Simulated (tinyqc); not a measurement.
Thickness, silicon consumed, volume change, sheet resistance: thermodynamics of metal silicides: hull, first phase, silicon consumed, nucleation and stability against SiO2. Computed by tinyqc, a small Python program. Command: `OMP_NUM_THREADS=1 python tinyqc.py 3004549 3004550 out.jsonl silphase walk`. One thread of a shared host (Intel(R) Xeon(R) Processor @ 2.30GHz), about 0.01 s of CPU time with the checks.

Entropies of formation of the solids are neglected, so heats stand for free energies. Si fractions: M5Si3 0.3750, MSi 0.5000, MSi2 0.6667.

Inputs (values chosen for the exercise, of the order of those of titanium silicides for heats and volumes only): molar volume of M = 10.64 cm^3/mol; molar volume of Si = 12.06 cm^3/mol; metal thickness t = 11 nm.

Phases: M5Si3, MSi, MSi2.

volumes of the three phases per mole of M (cm^3/mol): 14.8  17.8  26.2

resistivities of the three phases (microohm cm): 69  26  16

Method. Per phase M_a Si_b, for ample silicon (not limited to t_Si): silicide thickness = t V/V_M; silicon consumed = t (b/a) V_Si/V_M; net volume change = V/(V_M + (b/a) V_Si) - 1; the top surface lies (silicide thickness - silicon consumed) above the old interface; sheet resistance = resistivity/thickness.

Films:
```
phase  thickness (nm)  Si consumed (nm)  volume change (%)  top above old interface (nm)  sheet resistance (ohm)
M5Si3          15.301             7.481            -17.207                        7.8199                  45.096
MSi            18.402            12.468            -21.586                        5.9342                  14.129
MSi2           27.086            24.936            -24.626                        2.1504                   5.907
```

silicon consumed by MSi = 12.468 nm

sheet resistance of MSi = 14.129 ohm

What does the comparison show, and why?

For a given sheet resistance the silicon consumed goes as resistivity x (b/a)/V: M5Si3 2.80, MSi 1.46, MSi2 1.22. It is least for MSi2, which matters on shallow junctions and thin silicon. All three reactions shrink the total volume.

Extremes, crossings and ranges named in words are read from the listed rows.
